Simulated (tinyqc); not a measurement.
Gain against electron density: polytypes and stacking faults of a tetrahedral semiconductor in an axial Ising model with couplings up to third neighbours. Computed by tinyqc, a small Python program. Command: `OMP_NUM_THREADS=1 python tinyqc.py 3006299 3006300 out.jsonl polytype walk`. One thread of a shared host (Intel(R) Xeon(R) Processor @ 2.30GHz), about 0.01 s of CPU time with the checks.

Each double layer has s = +1 or -1 for the sense of its stacking step; E per pair of atoms = E0 - sum_n J_n <s_i s_(i+n)>, n = 1, 2, 3. Hexagonality h = (1 - <s_i s_(i+1)>)/2.

Inputs (values chosen for the exercise, of the order of those of GaN for J, a, G and the gaps):

| quantity | value | unit |
|---|---|---|
| J1 | -5.12 | meV/pair |
| J2 | -0.379 | meV/pair |
| J3 | 0.11 | meV/pair |
| basal lattice constant a | 3.19 | angstrom |
| binding energy of the fault level E_b | 0.13 | eV |
| in-plane mass m | 0.37 | m0 |
| effective density of states N_c at 300 K | 2e+19 | 1/cm^3 |
| temperature T | 750 | K |

Host polytype: 2H.

Constants: 1 eV/angstrom^2 = 16.02176634 J/m^2; m_0 = 9.1093837015e-31 kg; hbar = 1.054571817e-34 J s; k_B = 1.380649e-23 J/K; k_B = 8.617333262e-05 eV/K.

Method. Faults in 2H: the sequences I1 (+), I2 (++), E (+++) are put between perfect repeats; k_n = (layers x C_n of the host) - sum_i s_i s_(i+n). gamma = sum k_n J_n/A, A = (sqrt 3/2) a^2; 1 meV/angstrom^2 = 16.02177 mJ/m^2. The fault binds electrons in a two-dimensional band E_b below the conduction edge, g2 = m m0/(pi hbar^2) for one valley. With the Fermi level held by the bulk, eta = ln[n/N_c(T)], N_c(T) = N_c (T/300)^1.5, the grand potential falls by g2 (k_B T)^2 F1(x), x = eta + E_b/(k_B T), F1(x) = integral from 0 to infinity of ln(1 + exp(x - t)) dt; sheet density g2 k_B T ln(1 + e^x). Band bending by the trapped charge is left out, so the gain is an upper bound.

fault coefficients k_n:
```
    J1  J2  J3
I1  -2   4  -6
I2  -4   4  -4
E   -6   4  -6
```

energy of the glide fault, I2 = 33.6770 mJ/m^2

At T:

| n (1/cm^3) | x | sheet density (1/cm^2) | gain (mJ/m^2) | gain/gamma | gain/gamma at T + 200 K |
|---|---|---|---|---|---|
| 1.00e+14 | -11.569 | 9.4439e+07 | 9.7791e-06 | 2.9038e-07 | 2.1399e-07 |
| 1.00e+15 | -9.266 | 9.4435e+08 | 9.7789e-05 | 2.9037e-06 | 2.1399e-06 |
| 1.00e+16 | -6.964 | 9.4395e+09 | 9.7768e-04 | 2.9031e-05 | 2.1396e-05 |
| 1.00e+17 | -4.661 | 9.3996e+10 | 9.7561e-03 | 2.8970e-04 | 2.1376e-04 |
| 1.00e+18 | -2.359 | 9.0238e+11 | 9.5572e-02 | 2.8379e-03 | 2.1171e-03 |
| 5.00e+18 | -0.749 | 3.8669e+12 | 4.4082e-01 | 1.3090e-02 | 1.0169e-02 |
| 2.00e+19 | 0.637 | 1.0604e+13 | 1.4234e+00 | 4.2267e-02 | 3.5953e-02 |

For x well below 0 the gain is k_B T times the sheet density and linear in n; for x well above 0 the well fills and the gain grows only about as x^2. It stays below the fault energy in all rows; 200 K more changes it by a factor 0.74 at 1e16.
